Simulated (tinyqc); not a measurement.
Gated graphene: carriers, quantum capacitance and optical conductivity: sweeps and comparisons. A value that a table varies takes the place of the one given here.

Cones E = +/- hv |k|, four flavours, D(E) = 2|E|/(pi hv^2). n = (2/pi)(kT/hv)^2 F_1(mu/kT), p = (2/pi)(kT/hv)^2 F_1(-mu/kT), in 1/angstrom^2 (1e16 for 1/cm^2); F_1(eta) = integral_0^infinity x dx/(1 + exp(x - eta)). Cq/e^2 = d(n - p)/d mu = (2 kT/(pi hv^2)) ln(2 + 2 cosh(mu/kT)).

Gate: V = mu/e + e (n - p)/Cox with Cox/e^2 = k/(4 pi e2 t), t in angstrom, e2 = e^2/(4 pi eps0); 1/(eV angstrom^2) in C/e^2 equals 1602.176634 microfarad/cm^2; total 1/C = 1/Cox + 1/Cq.

Conductivity over sigma0 = e^2/(4 hbar): interband Re = sinh(E/2kT)/(cosh(mu/kT) + cosh(E/2kT)); intraband Re = (8 kT/pi) ln(2 cosh(mu/2kT)) Gm/(E^2 + Gm^2). A free sheet absorbs about pi alpha_f Re(sigma/sigma0), alpha_f the fine-structure constant (alpha among the constants).

Constants: kB = 8.617333262e-05 eV/K; e^2/(4 pi eps0) = 14.39964547 eV angstrom; fine-structure constant alpha = 0.007297352564.

Values chosen for the exercise (Fermi velocity near that of graphene, gate dielectric near SiO2; not measured data): hv = 6.77 eV angstrom (hbar vF); T = 77 K; k = 4.08 (dielectric constant of the gate layer); t = 30 nm (its thickness); Gm = 10 meV (intraband damping); V = -15.3 V (gate voltage from the neutrality point).

## Gate sweep

Results:
```
V (V)  mu (eV)  n - p (1/cm^2)  n + p (1/cm^2)  Cq (microfarad/cm^2)  C/Cox  Cox V/e (1/cm^2)
0       0.0000               0        1.01e+10                 0.205  0.630                 0
0.46    0.0643        2.97e+11        2.97e+11                  1.43  0.922          3.46e+11
1.2     0.1080        8.21e+11        8.21e+11                  2.40  0.952          9.02e+11
3.1     0.1774        2.20e+12        2.20e+12                  3.95  0.970          2.33e+12
6.1     0.2513        4.40e+12        4.40e+12                  5.59  0.979          4.58e+12
11      0.3394        8.01e+12        8.01e+12                  7.55  0.984          8.27e+12
15      0.3973        1.10e+13        1.10e+13                  8.84  0.987          1.13e+13
23      0.4934        1.69e+13        1.69e+13                  11.0  0.989          1.73e+13
34      0.6011        2.51e+13        2.51e+13                  13.4  0.991          2.56e+13
```

How do the results move?

At neutrality n + p = 1.01e+10 1/cm^2 of thermal carriers remain and C/Cox = 0.630; at the last row C/Cox = 0.991 and the plain capacitor rule overstates n - p by 1.8 %. Between the last two rows mu goes as V^0.51; for |mu| well above kT the limits are 1/2 where Cox is small against Cq and 1 where it is large.

## Absorption spectrum

mu = -0.40136 eV

Results:
```
E (eV)  interband  intraband  absorption (%)
0.080      0.0000     0.7862           1.802
0.161      0.0000     0.1964           0.450
0.281      0.0000     0.0646           0.148
0.401      0.0000     0.0318           0.073
0.562      0.0000     0.0162           0.037
0.682      0.0001     0.0110           0.025
0.803      0.5054     0.0079           1.177
0.923      0.9999     0.0060           2.306
1.044      1.0000     0.0047           2.303
1.284      1.0000     0.0031           2.300
1.605      1.0000     0.0020           2.297
2.408      1.0000     0.0009           2.295
```

What does this show?

The edge lies at 2|mu| = 0.803 eV and, for |mu| above about 3 kT (here 60.5), rises from 10 % to 90 % over about 8.8 kT = 0.058 eV. The absorption is lowest, 0.025 %, at 0.682 eV of those listed, between the Drude tail and the edge; at the last row it is 2.295 % against pi alpha_f = 2.293 %. The thin-sheet formula fails where the absorption is large, and trigonal warping matters above about 1.5 eV.

## What moves the Fermi level

All results formed anew. Each row changes one parameter from the base and keeps the others.

Results:
```
case                   mu (eV)  n - p (1/cm^2)   C/Cox
base                   -0.4014      -1.120e+13  0.9867
V = -19.89 V           -0.4584      -1.460e+13  0.9883
t = 21 nm              -0.4785      -1.591e+13  0.9841
k = 4.9                -0.4393      -1.341e+13  0.9854
hv = 7.45 eV angstrom  -0.4411      -1.117e+13  0.9854
T = 177 K              -0.4006      -1.120e+13  0.9867
```

How do the results move?

The largest shifts from the base row, up to three for each result and ties (the steps differ in size, so this ranks the rows, not the parameters). mu (eV): t -0.0772, V -0.0571, hv -0.0398. n - p (1/cm^2): t -4.72e+12, V -3.41e+12, k -2.22e+12; unchanged at the printed digits by T. C/Cox: t -0.0026, V +0.0016, hv -0.0013, k -0.0013; unchanged at the printed digits by T.

Run: tinyqc, `OMP_NUM_THREADS=1 python tinyqc.py 1650366 1650367 out.jsonl`; Intel(R) Xeon(R) Processor @ 2.30GHz, one thread, shared host; about 0.01 s of CPU time with all checks.
